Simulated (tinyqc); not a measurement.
Crystallisation kinetics and data retention of a phase-change cell: retention against temperature.

Johnson-Mehl-Avrami-Kolmogorov law X = 1 - exp(-y^n), y = integral of k dt, k = (1/100 s) exp[-(Ec q/kB)(1/T - 1/T1)].

At fixed T the state fails at t = (-ln(1 - Xf))^(1/n)/k; ten years are 3.15576e8 s.

Inputs (values chosen for the exercise); values of the order of Ge-Sb-Te and related chalcogenides:
```
symbol,value,unit,meaning
Ec,2.9,eV,activation energy of crystallisation
T1,443,K,temperature at which the rate k is 1/(100 s)
n,3,,Avrami exponent
Xf,0.2,,crystalline share at which the state is lost
```

Constants: q = 1.602176634e-19 C, kB = 1.380649e-23 J/K. Results are converted to the units shown.

Result of one run:
```
T (K)  k (1/s)  time to fail (s)
463     0.2662             2.279
```

What becomes of these results when the storage temperature T is changed from 463 to 448 K, all else the same?

Result of the changed run:
```
T (K)  k (1/s)  time to fail (s)
448    0.02335             25.98
```

The whole series:
```
T (K)    k (1/s)  time to fail (s)
343    2.407e-12          2.520e11
358    1.468e-10           4.131e9
373     6.434e-9           9.426e7
388     2.105e-7           2.881e6
403     5.314e-6           1.142e5
418     1.064e-4              5702
433     0.001730             350.6
448      0.02335             25.98
463       0.2662             2.279
```

The time to fail falls from 2.52e11 to 2.28 s, a decade every 8.40 K at the cold end; ten years need T below 368.1 K.

Range of the model: One Arrhenius rate is assumed; incubation, growth from the boundary and the non-Arrhenius kinetics of the supercooled liquid are left out.

Program tinyqc, `OMP_NUM_THREADS=1 python tinyqc.py 2490056 2490057 out.jsonl`; Intel Xeon 2.30GHz, shared host, one thread, about 0.03 s.
